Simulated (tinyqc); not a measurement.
Carrier lifetime of an n-type layer with SRH, radiative, Auger and surface recombination: one step of the calculation.

Uniform excess density dn = dp (no trapping), n = n0 + dn, p = p0 + dn, Boltzmann statistics, full ionisation. Surfaces enter as a rate 2 S dn/d, which holds while diffusion to them is fast.

Task. Lifetime, shares and quasi-Fermi splitting. With e = n p - ni^2 = dn (n0 + p0 + dn): U_SRH = e/(tp0 (n + n1) + tn0 (p + p1)), U_rad = B e, U_Aug = (Cn n + Cp p) e, U_s = 2 S dn/d. tau = dn/U, shares of U, splitting Vt ln(n p/ni^2), radiative efficiency U_rad/U.

Parameters, values chosen for the exercise; band and dielectric values close to those of cadmium telluride:
- T = 300 K (temperature)
- B = 1.97e-10 cm^3/s (radiative coefficient)
- Cn = 1.5e-30 cm^6/s (Auger coefficient (two electrons))
- Cp = 1.2e-30 cm^6/s (Auger coefficient (two holes))
- S = 0 cm/s (surface recombination velocity (both faces))
- d = 20 um (sample thickness)

Constants: q = 1.602176634e-19 C, kB = 1.380649e-23 J/K, Vt = kB T/q. Results are converted to the units shown.

converged dn = 5.6967559e15 cm^-3
ni = 5.3110487e5 cm^-3
n0 = 4.5e14 cm^-3
p0 = 6.2682752e-4 cm^-3
n1 = 0.0011862409 cm^-3
p1 = 2.3778677e14 cm^-3
tn0 = 0.0049407115 s
tp0 = 8.2345191e-5 s

Wanted: tau; shares; quasi-Fermi splitting.

Result.

tau = 8.2562e-7 s
shares (%): SRH 0.017, radiative 99.975, Auger 0.008, surface 0.000
quasi-Fermi splitting = 1.1961 V

Radiative recombination takes the largest share. dn is 13 times the doping: high injection.

Program tinyqc, `OMP_NUM_THREADS=1 python tinyqc.py 2300134 2300135 out.jsonl`; Intel Xeon 2.30GHz, shared host, one thread, about 0.01 s.
